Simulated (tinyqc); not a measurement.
Transistor under a ferroelectric capacitor (negative capacitance), static model: one step of the calculation.

A ferroelectric film of thickness tf lies between the gate and an inner metal at potential v, which drives an ordinary transistor. One domain, P = Q (background permittivity neglected): Vg = v + tf (2 al Q + 4 be Q^3), al = -3 sqrt(3) Ec/(4 Pr), be = 3 sqrt(3) Ec/(8 Pr^3). Gate charge Q(v) = Qi + Cp v with the channel charge Qi = Cox n Vt ln(1 + exp((v - VT)/(n Vt))). Q in uC/cm^2, E in kV/cm; 1 nm times 1 kV/cm is 1e-4 V. Domains, leakage and the switching time are left out.

Task. Inner potential by Newton steps. f = v + tf (2 al Q + 4 be Q^3) - Vg, f' = 1 + C tf (2 al + 12 be Q^2) with C = Cox/(1 + exp(-(v - VT)/(n Vt))) + Cp; v(new) = v - f/f'.

Values chosen for this exercise; Pr and Ec close to those of hafnium oxide based films:
```
symbol  value     unit                                      meaning
T         400        K                                  temperature
Cox       2.4  uF/cm^2               capacitance of the inner oxide
Cp       0.51  uF/cm^2            overlap capacitance per gate area
VT       0.35        V            threshold of the inner transistor
n         1.3           subthreshold factor of the inner transistor
tf        7.1       nm                      ferroelectric thickness
Vg       0.44        V                                 gate voltage
```

Constants: q = 1.602176634e-19 C, kB = 1.380649e-23 J/K, Vt = kB T/q. Results are converted to the units shown.

v at the start = 0.44 V
al = -177.14156 kV cm/uC
be = 0.73198992 kV cm^5/uC^3

Give: Q; f; f'; v after iteration 1.

Result.

Q = 0.4539 uC/cm^2
f = -0.1140 V
f' = 0.3428
v after iteration 1 = 0.7725 V

Program tinyqc, `OMP_NUM_THREADS=1 python tinyqc.py 2860008 2860009 out.jsonl`; Intel Xeon 2.30GHz, shared host, one thread, about 0.02 s.
